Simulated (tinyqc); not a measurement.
# BCS gap equation with a constant attraction inside the Debye window, step by step

A worked calculation. Computed by tinyqc, a small Python program that keeps every step. Command: `OMP_NUM_THREADS=1 python tinyqc.py 3017329 3017330 out.jsonl bcs walk`. One thread of a shared host (Intel(R) Xeon(R) Processor @ 2.30GHz), about 0.01 s of CPU time with the checks. Intermediate numbers are printed to about 6 digits and carried at full precision; extremes and crossings named in words are read from the listed rows.

Pairs attract with strength V for |xi| < k_B Theta; N(0) is the density of states for one spin. Energies are given as temperatures (E/k_B, in K) unless marked.

Inputs (values chosen for the exercise, modelled on lead):
```
quantity,value,unit
coupling N(0)V,0.368,-
Debye temperature Theta,96.8,K
temperature T,5.4,K
Fermi velocity v_F,1.9e+06,m/s
electron density n,13.1,1e28/m^3
mean free path l,2,nm
junction resistance R_n,0.41,kilo-ohm
```

Solver: bisection.

Constants: k_B = 8.617333262e-05 eV/K; hbar = 1.054571817e-34 J s; k_B = 1.380649e-23 J/K; m_0 = 9.1093837015e-31 kg; eps_0 = 8.8541878128e-12 F/m; c = 299792458 m/s; e = 1.602176634e-19 C; h = 6.62607015e-34 J s.

## Gap at zero temperature

At T = 0 the gap equation 1/(N(0)V) = int_0^Theta d xi/sqrt(xi^2 + Delta^2) has the integral arcsinh(Theta/Delta), so Delta_0 = Theta/sinh(1/(N(0)V)); weak coupling gives 2 Theta exp(-1/(N(0)V)).

Delta_0 = 12.8427 K

weak-coupling Delta_0 = 12.7867 K

Delta_0 in meV = 1.10670 meV

## Critical temperature

Gap equation: 1/(N(0)V) = I(Delta, T) = int_0^Theta tanh(E/2T)/E d xi, E = sqrt(xi^2 + Delta^2); 64 Gauss-Legendre points in y with xi = max(Delta, T) sinh(y). T_c solves I(0, T_c) = 1/(N(0)V); the weak-coupling form is T_c = (2 e^C/pi) Theta exp(-1/(N(0)V)) with Euler's C = 0.5772157, and 2 Delta_0/T_c then tends to 2 pi e^-C = 3.528.

T_c = 7.24918 K

weak-coupling T_c = 7.24918 K

2 Delta_0/T_c = 3.54321

T_c/Theta = 0.0749; the ratio lies +0.44 % from 3.528. Within this model the ratio cannot pass 4; larger values in real metals come from retardation, which it leaves out. Caution: at this coupling retardation and damping of the phonon exchange (Eliashberg theory) matter.

## One evaluation of the gap equation

Take Delta = Delta_0 as the trial; the fixed-point update is Delta(new) = N(0)V Delta I(Delta, T).

I(Delta_0, T) = 2.58223

updated Delta = 12.2039 K

## Gap at temperature T

Residual r = N(0)V I - 1, with Delta_0 = Theta/sinh(1/(N(0)V)). Bisection between 0 and Delta_0. Stop when |r| < 1e-9 or after 40 steps.

Iterations:
```
step,Delta (K),residual r
1,6.4213,5.84103e-02
2,9.6320,7.29376e-03
3,11.2374,-2.09320e-02
4,10.4347,-6.69805e-03
5,10.0333,3.34882e-04
6,10.2340,-3.17320e-03
7,10.1337,-1.41696e-03
8,10.0835,-5.40474e-04
9,10.0584,-1.02653e-04
...,...,...
15,10.0526,-8.00349e-08
16,10.0524,3.33880e-06
17,10.0525,1.62938e-06
18,10.0525,7.74675e-07
19,10.0525,3.47320e-07
20,10.0525,1.33643e-07
21,10.0525,2.68038e-08
22,10.0526,-2.66155e-08
23,10.0525,9.41418e-11
```

converged (1 yes, 0 no) = 1

Delta(T) = 10.0525 K

Converged in 23 steps: Delta(T)/Delta_0 = 0.7827 at T/T_c = 0.745.

## Lengths and fields

xi_0 = hbar v_F/(pi Delta_0); lambda_L = sqrt(m_0 eps_0 c^2/(n e^2)); N(0) = 3 n/(2 m_0 v_F^2) for one spin; condensation energy N(0) Delta_0^2/2 = B_c^2/(2 mu_0), mu_0 = 1/(eps_0 c^2); with scattering lambda = lambda_L sqrt(1 + xi_0/l) in the local limit (where xi_0 and l both exceed lambda, nonlocal response makes the true depth larger); Ginzburg-Landau kappa = 0.96 lambda_L/xi_0 + 0.72 lambda_L/l. Free-electron mass throughout; heavier carriers, as in niobium or vanadium, give a larger lambda_L and kappa and can make the metal type II.

coherence length xi_0 = 359.700 nm

London depth lambda_L = 14.6823 nm

critical field B_c(0) = 48.5878 mT

depth with scattering = 197.448 nm

Ginzburg-Landau kappa = 5.32481

kappa exceeds 1/sqrt(2): type II, and the sample is dirty, l well below xi_0.

## A tunnel junction of this metal

Ambegaokar-Baratoff: I_c R_n = (pi Delta/(2e)) tanh(Delta/2T); Josephson energy E_J = hbar I_c/(2e), given as E_J/h; inductance hbar/(2 e I_c); thermal quasiparticle fraction x = n_qp/(2 N(0) Delta) = sqrt(2 pi T/Delta) exp(-Delta/T), valid for T well below Delta.

I_c R_n = 994.636 microvolt

critical current I_c = 2425.94 nA

E_J/h = 1204.93 GHz

Josephson inductance = 0.135661 nH

quasiparticle fraction x = 0.285544

Caution: T is not small against Delta, so the quasiparticle formula is only a rough guide.

## Gap and superfluid density against temperature

Interpolation tanh(1.74 sqrt(T_c/T - 1)); near T_c, 1.74 sqrt(1 - T/T_c). Clean-limit superfluid fraction 1 - (1/2T) int_0^(40 T) cosh^-2(E/2T) d xi (64 points); two-fluid rule 1 - (T/T_c)^4.

Reduced quantities:
```
T/T_c,Delta/Delta_0,tanh form,square-root form,superfluid fraction,two-fluid rule
0.10,1.000000,0.999942,1.65071,1.000000,0.999900
0.20,0.999881,0.998104,1.55630,0.998895,0.998400
0.30,0.997179,0.990221,1.45579,0.982192,0.991900
0.40,0.985230,0.972207,1.34780,0.929179,0.974400
0.50,0.957294,0.940227,1.23037,0.836271,0.937500
0.60,0.907647,0.889746,1.10047,0.709720,0.870400
0.70,0.829647,0.814110,0.95304,0.557152,0.759900
0.80,0.712059,0.701374,0.77815,0.384969,0.590400
0.90,0.527305,0.522665,0.55024,0.198050,0.343900
0.95,0.381092,0.379250,0.38908,0.100231,0.185494
0.98,0.244111,0.243575,0.24607,0.040362,0.077632
```

The tanh form misses the gap by at most about 0.018 (at T/T_c = 0.6); the square-root form is within 3 % only from T/T_c = 0.95. The gap keeps 99 % of Delta_0 up to T/T_c = 0.3, since quasiparticles are exponentially few. The two-fluid rule exceeds the BCS superfluid fraction most, by 0.21, at T/T_c = 0.8.
